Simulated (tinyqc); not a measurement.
Hall factor, magnetoresistance and optical conductivity for a power-law relaxation time: one step, computed by the program tinyqc. Command: `OMP_NUM_THREADS=1 python tinyqc.py 3031810 3031811 out.jsonl magneto walk`. One thread of a shared host (Intel(R) Xeon(R) Processor @ 2.30GHz), about 0.01 s of CPU time with the checks.

One spherical parabolic band, tau(E) = tau_0 x^s with x = E/(k_B T). Landau quantisation is left out.

Problem. Response at frequency f. <y> = int y x^(3/2) f (1 - f) dx / int x^(3/2) f (1 - f) dx, f = 1/(1 + exp(x - eta)). Integrals over x = E/(k_B T) use 160 Gauss-Legendre points in u = sqrt(x) from 0 to sqrt(max(eta, 0) + 45). sigma(w) = (n e^2/m) <tau/(1 - i w tau)>, w = 2 pi f; eps = eps_inf + i sigma/(eps_0 w); N = sqrt(eps); absorption coefficient 2 w Im N/c; reflectivity |(N - 1)/(N + 1)|^2; plasma frequency sqrt(n e^2/(eps_inf eps_0 m))/(2 pi).

Inputs (values chosen for the exercise, with a mass close to that of electrons in silicon):

| quantity | value | unit |
|---|---|---|
| effective mass m | 0.25 | m_0 |
| exponent s | 0.5 | - |
| tau_0 | 320 | fs |
| reduced Fermi level eta | -8 | - |
| temperature T | 500 | K |
| frequency f | 0.52 | THz |
| background permittivity eps_inf | 6.77 | - |

density n = 2.263851e+15 1/cm^3

Constants: e = 1.602176634e-19 C; m_0 = 9.1093837015e-31 kg; eps_0 = 8.8541878128e-12 F/m; c = 299792458 m/s.

Give: sigma(w); permittivity; refractive index; absorption coefficient; reflectivity; plasma frequency.

Solution.

sigma(w) = 0.3456+0.5265i S/cm

permittivity = 4.950+1.195i

refractive index = 2.241+0.267i

absorption coefficient = 58.10 1/cm

reflectivity = 0.1523

plasma frequency = 0.3284 THz
